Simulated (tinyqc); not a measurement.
Worked calculation: propagation of a band-gap error through k.p and effective-mass formulas. Values are carried at full precision from step to step, so a last printed digit may differ when a step is redone from the rounded ones.

Chain, for a gap E (the reference Eg or another value), with Ep and Dso kept: 1/me = 1 + Ep (E + 2 Dso/3)/(E (E + Dso)); g* = 2 - 2 Ep Dso/(3 E (E + Dso)); g1(E) = g1 + (Ep/3)(1/E - 1/Eg), g2(E) = g2 + (Ep/6)(1/E - 1/Eg), light hole 1/(g1 + 2 g2), heavy hole 1/(g1 - 2 g2) along [100]; optical constant ei(E) = 1 + (ei - 1)(EP/(EP + E - Eg))^2, static e0(E) = ei(E) + e0 - ei.

Constants: Ry = 13.60569312 eV; a0 (Bohr radius) = 0.5291772105 angstrom; kB = 8.617333262e-05 eV/K; hbar^2/2m0 = 3.80998211 eV angstrom^2.

Inputs chosen for the exercise (reference values near those of InSb, gap at low temperature; shifted at random, so the results belong to these values and not to a real crystal):
- Eg = 0.231 eV (gap at Gamma to the s-like level)
- Dso = 0.795 eV (spin-orbit splitting)
- Ep = 23 eV (Kane energy)
- g1 = 34.81 (Luttinger gamma1)
- g2 = 15.46 (gamma2)
- e0 = 16.81 (static dielectric constant)
- ei = 15.56 (optical dielectric constant)
- EP = 3.81 eV (mean (Penn) gap)
- Eg2 = 0.208 eV (a wrong gap, of the size a hybrid functional can give)
- mh = 0.57 m0 (density-of-states mass of the holes)
- T = 300 K (temperature)
- k = 0.049 1/angstrom (wave vector)

## Masses, g factor and screening for both gaps

Evaluate the chain at Eg and at Eg2.

Band values at the two gaps:
```
quantity      at Eg   at Eg2  ratio
me          0.01336  0.01214  0.909
g*           -49.43   -56.43      -
g1            34.81    38.48  1.105
g2            15.46    17.29  1.119
light hole  0.01521  0.01369  0.900
heavy hole   0.2571   0.2571  1.000
ei            15.56    15.74  1.011
e0            16.81    16.99  1.011
```

The gap is off by a factor of 0.90; the electron mass follows with 0.91 and the light hole with 0.90, while the heavy hole, which does not couple to the conduction level, keeps its value. The optical constant changes less, by +1 %, as it answers to the mean gap, which shifts by the same -0.02 eV on a base of 3.81 eV. g* moves by -7.00; remote bands, left out here, shift it by tenths or, where it is large, by some per cent.

## Binding energies and densities for both gaps

Donor: R = Ry me/e0^2, a_B = a0 e0/me, Mott density (0.26/a_B)^3. Nc, Nv = 2 (m kT/(4 pi c))^(3/2), c = hbar^2/2m0, ni = sqrt(Nc Nv) exp(-E/2kT). Exciton: Ry mu/e0^2 with 1/mu = 1/me + g1(E). 1 angstrom^-3 = 1e24 cm^-3.

Use the values of the table.

Results:
```
quantity                  at Eg     at Eg2  ratio
R (meV)                  0.6433     0.5725  0.890
a_B (angstrom)            665.8      740.4   1.11
Mott density (cm^-3)  5.954e+13  4.331e+13  0.727
Nc (cm^-3)            3.875e+16  3.357e+16  0.866
ni (cm^-3)            7.422e+15  1.078e+16   1.45
exciton (meV)            0.4391     0.3902  0.889
```

Power laws carry the error on: the donor energy (me/e0^2) by a factor of 0.890, the Mott density (cube of me/e0) by 0.727. ni, with its exponential, changes by a factor of 1.45, that is 0.2 decades. Where ni nears or passes Nc the Boltzmann form overstates it.

## A scissor shift and what it does not mend

A rigid shift D = Eg - Eg2 of the conduction band restores the gap but leaves the curvature, so the mass stays me(Eg2); redoing the sum 1/m = 1 + Ep (E + 2 Dso/3)/(E (E + Dso)) with E = Eg and the same Ep gives another mass. For optics, eps2 at the edge goes as |p|^2/E^2: a rigid shift keeps the dipole elements p/E, while shifting the energies under unchanged p scales eps2 by (Eg2/Eg)^2.

shift D = 0.023 eV
mass under a rigid shift = 0.0121 m0
mass from the sum with the corrected gap = 0.0134 m0
factor on eps2 if p is left unscaled = 0.811

The rigid shift leaves the mass off by a factor of 0.91. The mass from the corrected gap is the reference me(Eg) here, because the exercise keeps Ep fixed; a real correction of the gap depends on k and changes Ep as well.

## Far from the edge the relative error shrinks

Two-level dispersion E(k) = sqrt(E^2/4 + Ep c k^2) - E/2 at k/4, k, 4k for both gaps, c = hbar^2/2m0.

Energies above the edge:
```
k (1/angstrom)  at Eg (eV)  at Eg2 (eV)  ratio
0.01225             0.0473       0.0508  1.075
0.04900             0.3575       0.3663  1.025
0.19600             1.7229       1.7337  1.006
```

The ratio tends to Eg/Eg2 = 1.11 at k = 0 and goes from 1.075 to 1.006: at large k both curves approach the same slope sqrt(Ep c), while their distance in eV grows towards |Eg - Eg2|/2.

## Checks

- Chain at E = Eg against the inputs g1, g2, ei, e0: they agree to 1e-10 or better.

(tinyqc, `OMP_NUM_THREADS=1 python tinyqc.py 1850827 1850828 out.jsonl`, Intel(R) Xeon(R) Processor @ 2.30GHz, 1 thread, shared host, about 0.01 s.)
